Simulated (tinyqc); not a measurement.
Inside a calculation. Model: reverse leakage of an n+-p junction: diffusion, generation, trap-assisted and band-to-band tunnelling.

Program tinyqc, `OMP_NUM_THREADS=1 python tinyqc.py 2290087 2290088 out.jsonl`; Intel Xeon 2.30GHz, shared host, one thread, about 0.01 s. Printed values are rounded; ~0 in a residual or rate marks an entry under 1e-11 of the largest of its column.

One-sided abrupt junction in the depletion approximation, x from the junction (0) to W on the p side, field F = F0 (1 - x/W). Flat quasi-Fermi levels, long p side. Traps generate through SRH with both lifetimes shortened by 1 + Gamma (Hurkx enhancement, form for moderate fields); band-to-band generation is local and needs a total bending above Eg.

Parameters, values chosen for the exercise; band and dielectric values close to those of silicon:
- T = 250 K (temperature)
- Eg = 1.12 eV (band gap)
- eps_r = 11.7 (relative permittivity)
- Nc = 2.15e19 cm^-3 (conduction-band density of states at T)
- Nv = 1.99e19 cm^-3 (valence-band density of states at T)
- Na = 5.8e16 cm^-3 (acceptor density of the lighter side)
- Nd = 5e19 cm^-3 (donor density of the heavier side)
- tau = 9e-8 s (SRH lifetime of both carriers at zero field)
- Et = -0.03 eV (trap level above the intrinsic level)
- mt = 0.27 m0 (tunnelling mass)
- Dn = 11 cm^2/s (electron diffusion coefficient on the lighter side)
- Ab = 5.5e14 cm^-0.5 V^-2.5 s^-1 (band-to-band prefactor)
- Bb = 1.85e7 V/cm (band-to-band field constant)
- VR = 1.1 V (reverse bias)

Constants: q = 1.602176634e-19 C, kB = 1.380649e-23 J/K, hbar = 1.054571817e-34 J s, m0 = 9.1093837015e-31 kg, Vt = kB T/q, eps0 = 8.8541878128e-14 F/cm where lengths are in cm. Results are converted to the units shown.

Range of the model: The n+ side is degenerate, so Vbi from Boltzmann statistics is only a guide.

## Field, scales and diffusion current

ni = sqrt(Nc Nv) exp(-Eg/(2 Vt)), Eg in volts; Vbi = Vt ln(Na Nd/ni^2); W = sqrt(2 eps0 eps_r (Vbi + VR)/(q Na)); F0 = 2 (Vbi + VR)/W; FG = sqrt(24 mt m0 (kB T)^3)/(q hbar); J_diff = q ni^2 sqrt(Dn/tau)(1 - exp(-VR/Vt))/Na.

ni = 1.063023e8 cm^-3
Vbi = 1.012411 V
W = 217.0213 nm
F0 = 194.6732 kV/cm
FG = 291.5952 kV/cm
J_diff = 3.450982e-16 A/cm^2

## Generation rates across the layer

u = (Vbi + VR)(1 - x/W)^2, p = Na exp(-u/Vt), n = Nd exp((u - Vbi - VR)/Vt); G0 = ni^2 (1 - exp(-VR/Vt))/(tau (n + p + 2 ni cosh(Et/Vt))); Gamma = 2 sqrt(3 pi)(F/FG) exp((F/FG)^2); trap-assisted part G0 Gamma; G_bb = Ab F^2.5 exp(-Bb/F) with F in V/cm, zero unless Vbi + VR > Eg. 15 equal steps.

```
point    x (nm)  F (kV/cm)      Gamma  G0 (cm^-3 s^-1)  G0 Gamma (cm^-3 s^-1)  G_bb (cm^-3 s^-1)
0        0.0000   194.6732   6.401184         2511.151               16074.34       4.922219e-14
1       14.4681   181.6950   5.640897       7.736052e8             4.363828e9       4.669721e-17
2       28.9362   168.7168   4.965183      7.326288e13            3.637636e14       1.539340e-20
3       43.4043   155.7385   4.361797      2.763712e14            1.205475e15       1.355249e-24
4       57.8723   142.7603   3.820233      2.763854e14            1.055857e15                 ~0
5       72.3404   129.7821   3.331430      2.763854e14            9.207588e14                 ~0
6       86.8085   116.8039   2.887536      2.763854e14            7.980728e14                 ~0
7      101.2766   103.8257   2.481702      2.763582e14            6.858388e14                 ~0
8      115.7447    90.8475   2.107915      2.588004e14            5.455293e14                 ~0
9      130.2128    77.8693   1.760850      1.340647e13            2.360678e13                 ~0
10     144.6809    64.8911   1.435746      1.166338e11            1.674566e11                 ~0
11     159.1489    51.9128   1.128301       2.310099e9             2.606487e9                 ~0
12     173.6170    38.9346  0.8345725       1.093423e8             9.125405e7                 ~0
13     188.0851    25.9564  0.5508981       1.237285e7             6.816177e6                 ~0
14     202.5532    12.9782  0.2738170       3.347175e6             9.165134e5                  0
15     217.0213     0.0000          0       2.164785e6                      0                  0
```

## Current components

Each current is q times the trapezoid sum of its rate; J adds J_diff; J_bb under 1e-8 of the sum is given as 0.

J_SRH = 4.004362e-10 A/cm^2
J_TAT = 1.297890e-9 A/cm^2
J_bb = 0 A/cm^2
J = 1.698327e-9 A/cm^2

A fine grid gives J = 1.746e-9 A/cm^2; the coarse sum is 2.7 % below it. On the fine grid the largest part is trap-assisted tunnelling (76.6 %). The simple estimate q ni W/(2 tau cosh(Et/Vt)) is 2.35 times the fine-grid J_SRH of 4.082e-10 A/cm^2, since near both edges n or p is large enough to quench generation.
